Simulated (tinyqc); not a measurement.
Dopants and charged point defects at anneal temperature: Fermi-level effect, clustering and pairing: one step, computed by the program tinyqc.

Boltzmann statistics and full ionisation of active dopants. Energies are counted from the valence band; the defect (a vacancy or self-interstitial) has five charge states, with all degeneracy factors one.

Task: Active and clustered dopant. n = A/2 + sqrt(A^2/4 + n_i^2) for an active density A. k ionised dopants and k carriers form one neutral cluster: C = N_s (A/N_s)^k (n/N_b)^k exp(E_b/k_B T), N_b the effective density of states of the majority band, and N = A + k C (60 bisections in ln A between ln N - 90 and ln N).

Inputs (values chosen for the exercise, with bands modelled on germanium): anneal temperature T = 940 K; total dopant density N = 2.8e+19 cm^-3; site density N_s = 2.6e+22 cm^-3; dopant atoms per cluster k = 3; cluster binding energy E_b = 1.89 eV.

Dopant: donor. Second part: clustering of the dopant.

E_g = 0.3855458 eV

k_B T = 0.08100293 eV

n_i = 3.644597e+18 cm^-3

E_i = 0.1599798 eV

effective density of states N_b of the majority band = 5.902200e+19 cm^-3

Give: active density A; clusters C; active share.

Result:

active density A = 5.680e+18 cm^-3

clusters C = 7.440e+18 cm^-3

active share = 0.2029

80 % of the dopant is lost to clusters.
